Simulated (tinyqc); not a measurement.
A log to judge: decay of LO phonons and the hot-phonon bottleneck in the cooling of electrons. Computed by tinyqc. Command: `OMP_NUM_THREADS=1 python tinyqc.py 3011863 3011864 out.jsonl hotphonon walk`. One thread of a shared host (Intel(R) Xeon(R) Processor @ 2.30GHz), about 0.01 s of CPU time with the checks.

n(E, T) = 1/(exp(E/(k_B T)) - 1) is the Bose occupation. Electrons have a temperature T_e; the LO modes within their reach share one occupation N; the decay products stay at the lattice temperature.

Inputs (values chosen for the exercise, modelled on zinc oxide):

| quantity | value | unit |
|---|---|---|
| LO energy hbar omega | 73.8 | meV |
| lifetime at T = 0, tau_0 | 1.2 | ps |
| share f of the energy in the softer product | 0.22 | - |
| lattice temperature T | 400 | K |
| electron mass m* | 0.27 | m_0 |
| eps_inf | 3.65 | - |
| static dielectric constant eps_s | 8.12 | - |
| electron density n | 4.8e+17 | 1/cm^3 |
| density of LO modes that the electrons reach, N_m | 1.5e+19 | 1/cm^3 |
| power supplied per electron P | 0.52 | nW |
| step factor | 0.02 | - |

Decay channel: two unequal phonons (Ridley).

Constants: k_B = 8.617333262e-05 eV/K; c = 299792458 m/s; e^2/(4 pi eps_0) = 14.39964548 eV angstrom; hbar^2/(2 m_0) = 3.80998212 eV angstrom^2; hbar = 6.582119569e-16 eV s; e = 1.602176634e-19 C.

Method:
- Decay rate 1/tau = (1/tau_0) [1 + n(f hbar omega) + n((1 - f) hbar omega)].
- Full width Gamma = 1/(2 pi c tau) in 1/cm, c in cm/s.
- Froehlich coupling alpha = (e^2/(4 pi eps_0)) (1/eps_inf - 1/eps_s) k_0/(2 hbar omega), k_0 = sqrt(m* hbar omega/(hbar^2/(2 m_0))); emission time tau_sp = hbar/(2 alpha hbar omega); bottleneck ratio r = (n/N_m) tau/tau_sp.
- Net emission per electron: [(N + 1) x - N]/tau_sp with x = exp(-hbar omega/(k_B T_e)), a simple two-level balance; steady state of the modes: n [(N + 1) x - N]/tau_sp = N_m (N - N_0)/tau; power per electron P = hbar omega [(N + 1) x - N]/tau_sp.
- Eliminating N gives P(T_e) = (hbar omega/tau_sp) [(N_0 + 1) x - N_0]/[1 + r (1 - x)]. Newton steps on ln P against ln T_e, times the step factor, each limited to 0.7 in ln T_e and to keeping a fifth of T_e - T; start at 1.5 T; stop when |ln(P/P(T_e))| < 1e-9 or after 40 steps.

Iterations:

| step | T_e (K) | P(T_e) (nW) | ln(P/P(T_e)) |
|---|---|---|---|
| 0 | 600.000 | 114.889 | -5.39790 |
| 1 | 579.569 | 102.714 | -5.28588 |
| 2 | 561.605 | 92.043 | -5.17618 |
| 3 | 545.761 | 82.668 | -5.06876 |
| 4 | 531.751 | 74.413 | -4.96356 |
| 5 | 519.331 | 67.130 | -4.86055 |
| 6 | 508.296 | 60.689 | -4.75969 |
| 7 | 498.469 | 54.981 | -4.66092 |
| 8 | 489.701 | 49.913 | -4.56421 |
| ... | ... | ... | ... |
| 31 | 416.334 | 8.754 | -2.82347 |
| 32 | 415.422 | 8.261 | -2.76544 |
| 33 | 414.578 | 7.805 | -2.70863 |
| 34 | 413.797 | 7.382 | -2.65302 |
| 35 | 413.072 | 6.991 | -2.59857 |
| 36 | 412.399 | 6.628 | -2.54527 |
| 37 | 411.773 | 6.291 | -2.49308 |
| 38 | 411.191 | 5.978 | -2.44199 |
| 39 | 410.649 | 5.686 | -2.39197 |

Can the last value be used, and what does the course show?

No. Not converged: the residual falls at every step, but slowly, by a factor of about 0.979 a step. Near the root each step multiplies the error by 1 - (step factor) = 0.98. Reruns converge with step factor = 1.0; or with step factor = 0.7.
